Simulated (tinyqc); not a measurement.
Optical gain and spontaneous emission in a bulk direct-gap semiconductor: one step. Occupations and gain at E. Three cases, with inputs chosen for the exercise.

Problem. Use mr and alpha from the table.

For band j the electron sits at Ee = (E - Eg) mr/me above its edge and the hole at Eh = (E - Eg) mr/mj; fe = 1/(1 + exp((Ee - Fc)/kT)), fh = 1/(1 + exp((Eh - Fv)/kT)); gain g = sum_j alpha_j (fe + fh - 1).

Case 1.

Values chosen (near those of GaAs; the results hold for these values, not for the real material):
- E = 1.476 eV (photon energy)
- Eg = 1.459 eV (direct gap)
- me = 0.0689 m0 (electron mass)
- mhh = 0.483 m0 (heavy-hole mass)
- mlh = 0.0792 m0 (light-hole mass)

mr, J and alpha of each hole band:
```
hole     mr (m0)  J (1/(eV angstrom^3))  alpha (1/cm)
heavy  0.0602984            1.31513e-05      2390.623
light  0.0368459            6.28195e-06      1141.921
```

Fc = 0.056099 eV
Fv = -0.059547 eV
kT = 0.03016067 eV

Case 2.

Values chosen (near those of InP; the results hold for these values, not for the real material):
- E = 1.372 eV (photon energy)
- Eg = 1.304 eV (direct gap)
- me = 0.0791 m0 (electron mass)
- mhh = 0.598 m0 (heavy-hole mass)
- mlh = 0.0915 m0 (light-hole mass)

mr, J and alpha of each hole band:
```
hole     mr (m0)  J (1/(eV angstrom^3))  alpha (1/cm)
heavy  0.0698594            3.28003e-05      5237.772
light  0.0424247            1.55227e-05      2478.775
```

Fc = 0.081811 eV
Fv = -0.014713 eV
kT = 0.01723467 eV

Case 3.

Values chosen (near those of InGaAs; the results hold for these values, not for the real material):
- E = 0.84 eV (photon energy)
- Eg = 0.73 eV (direct gap)
- me = 0.0421 m0 (electron mass)
- mhh = 0.45 m0 (heavy-hole mass)
- mlh = 0.0508 m0 (light-hole mass)

mr, J and alpha of each hole band:
```
hole     mr (m0)  J (1/(eV angstrom^3))  alpha (1/cm)
heavy  0.0384983            1.70665e-05      4765.044
light  0.0230213            7.89182e-06      2203.435
```

Fc = 0.103539 eV
Fv = -0.070470 eV
kT = 0.03446933 eV

Give: Energies, occupations and gain of each hole band; total gain.

Solution.

Case 1.

Energies, occupations and gain of each hole band:
```
hole   Ee (eV)  Eh (eV)     fe     fh  g (1/cm)
heavy   0.0149   0.0021  0.797  0.115      -212
light   0.0091   0.0079  0.826  0.097       -88
```

total gain = -300 1/cm

E - Eg = 0.0170 eV is above Fc + Fv = -0.0034 eV, so both bands give loss (Bernard-Duraffourg).

Case 2.

Energies, occupations and gain of each hole band:
```
hole   Ee (eV)  Eh (eV)     fe     fh  g (1/cm)
heavy   0.0601   0.0079  0.779  0.212       -46
light   0.0365   0.0315  0.933  0.064        -8
```

total gain = -54 1/cm

E - Eg = 0.0680 eV is above Fc + Fv = 0.0671 eV, so both bands give loss (Bernard-Duraffourg).

Case 3.

Energies, occupations and gain of each hole band:
```
hole   Ee (eV)  Eh (eV)     fe     fh  g (1/cm)
heavy   0.1006   0.0094  0.521  0.090     -1853
light   0.0602   0.0498  0.779  0.030      -422
```

total gain = -2275 1/cm

E - Eg = 0.1100 eV is above Fc + Fv = 0.0331 eV, so both bands give loss (Bernard-Duraffourg).

Computed by tinyqc, one run a case: `OMP_NUM_THREADS=1 python tinyqc.py N N+1 out.jsonl` with N = 1652489, 1652725, 1652729; one thread of a shared Intel(R) Xeon(R) Processor @ 2.30GHz, about 0.1 s a run at most.
